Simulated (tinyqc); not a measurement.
# Index and thickness from Psi and Delta

Inverse problem. Air (index 1), film, substrate with N2 = n2 - i k2; time factor exp(+i w t). q_j = sqrt(N_j^2 - sin^2 th), root with positive real part. Fresnel coefficients r_s = (q_a - q_b)/(q_a + q_b), r_p = (N_b^2 q_a - N_a^2 q_b)/(N_b^2 q_a + N_a^2 q_b). tan(Psi) exp(i Delta) = R_p/R_s, Delta taken from 0 to 360 degrees. beta = 2 pi d q1/lam, X = exp(-2 i beta), R = (r01 + r12 X)/(1 + r01 r12 X) for p and s. The film is transparent, with 1.15 < n1 < 2.9 and d under half a period. Find n1, d and the period.

Inputs (values chosen for the exercise):
- lam = 546.1 nm (wavelength)
- th = 75 degrees (angle of incidence)
- n2 = 4.086 (index of the substrate)
- k2 = 0.031 (extinction coefficient of the substrate)

Psi = 21.237978 degrees
Delta = 79.471690 degrees

Solution. Two measured angles fix two unknowns; a search from many starts finds one solution in the range given. Thicker films with d plus a multiple of the period give the same angles.

n1 = 1.31
d = 44.0 nm
period = 308 nm

Program tinyqc, `OMP_NUM_THREADS=1 python tinyqc.py 2870208 2870209 out.jsonl`; Intel Xeon 2.30GHz, shared host, one thread, about 0.3 s.
